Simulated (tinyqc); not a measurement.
From results back to parameters: eight-band Kane k.p model. Five cases, with inputs chosen for the exercise.

Problem. In the Kane model 1/m = A_r + Ep (Eg + 2 Dso/3)/(Eg (Eg + Dso)) and the Roth formula gives g* = 2 - 2 Ep Dso/(3 Eg (Eg + Dso)). The mass and the g factor below were computed from hidden Ep and Dso.

Case 1.

Values chosen (out of a larger set: near those of GaSb; not measured data): Eg = 0.804 eV (gap at Gamma to the s-like level); A_r = 1 (remote-band term in 1/m).

m = 0.0335762 m0
g* = -9.09070

Case 2.

Values chosen (out of a larger set: near those of InAs; not measured data): Eg = 0.411 eV (gap at Gamma to the s-like level); A_r = -0.4 (remote-band term in 1/m).

m = 0.0224991 m0
g* = -14.87688

Case 3.

Values chosen (out of a larger set: near those of InP; not measured data): Eg = 1.451 eV (gap at Gamma to the s-like level); A_r = 1 (remote-band term in 1/m).

m = 0.0666746 m0
g* = 1.32657

Case 4.

Values chosen (out of a larger set: near those of InP; not measured data): Eg = 1.432 eV (gap at Gamma to the s-like level); A_r = -1 (remote-band term in 1/m).

m = 0.0754501 m0
g* = 1.31764

Case 5.

Values chosen (out of a larger set: near those of GaAs; not measured data): Eg = 1.547 eV (gap at Gamma to the s-like level); A_r = 0 (remote-band term in 1/m).

m = 0.0658947 m0
g* = 0.03083

Find: X; Y; Ep; Dso.

Solution. Let X = 1/m - A_r and Y = (2 - g*)/2. Then X + Y = Ep/Eg and X - 2 Y = Ep/(Eg + Dso).

Case 1.

X = 28.783
Y = 5.545
Ep = 27.60 eV
Dso = 0.756 eV

Case 2.

X = 44.846
Y = 8.438
Ep = 21.90 eV
Dso = 0.372 eV

Case 3.

X = 13.998
Y = 0.337
Ep = 20.80 eV
Dso = 0.110 eV

Case 4.

X = 14.254
Y = 0.341
Ep = 20.90 eV
Dso = 0.108 eV

Case 5.

X = 15.176
Y = 0.985
Ep = 25.00 eV
Dso = 0.346 eV

Computed by tinyqc, one run a case: `OMP_NUM_THREADS=1 python tinyqc.py N N+1 out.jsonl` with N = 1080971, 1080988, 1081004, 1081057, 1081070; one thread of a shared Intel(R) Xeon(R) Processor @ 2.30GHz, about 0.1 s a run at most.
